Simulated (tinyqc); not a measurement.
Worked calculation: tight binding, honeycomb lattice. One step of it, computed by the program tinyqc.

Problem. Bloch Hamiltonian at K. H_AB = -t1 (1 + exp(-i k.a1) + exp(-i k.a2)); H_AA = delta - 2 t2 sum cos(k.b + phi), H_BB = -delta - 2 t2 sum cos(k.b - phi), b = a1, a2 - a1, -a2.

Parameters chosen for this model:
```
parameter     value                        unit
t1         1.160000                 eV, nearest
t2                0       eV, second neighbours
phi        0.650000  rad, phase of t2 (Haldane)
delta      0.870000          eV, +/- on A and B
```

k point K (fractions of the reciprocal vectors): 0.333333  0.666667

Give: H(k) at K.

Solution.

H(k) at K (eV):
```
        A        B
A  0.8700   0.0000
B  0.0000  -0.8700
```
